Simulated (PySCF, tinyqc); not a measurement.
Worked calculation: FCI on RHF in the sto-3g basis, for H4, spin multiplicity 1. The lowest restricted solution is unstable here: a spin-polarised one lies 0.0799 hartree lower (PySCF). One step of it, computed by the program tinyqc.

Task: Orthogonalisation. S = U s U^T; symmetric (Loewdin) form X = U s^(-1/2) U^T, so that X^T S X = 1.

overlap S:
```
          1H 1s     2H 1s     3H 1s     4H 1s
1H 1s  1.000000  0.312071  0.054456  0.002853
2H 1s  0.312071  1.000000  0.446192  0.054456
3H 1s  0.054456  0.446192  1.000000  0.312071
4H 1s  0.002853  0.054456  0.312071  1.000000
```

Give: eigenvalues of S; X.

Result:

eigenvalues of S: 0.436  0.796  1.115  1.653

X:
```
        1H 1s   2H 1s   3H 1s   4H 1s
1H 1s   1.042  -0.181   0.034  -0.004
2H 1s  -0.181   1.138  -0.278   0.034
3H 1s   0.034  -0.278   1.138  -0.181
4H 1s  -0.004   0.034  -0.181   1.042
```
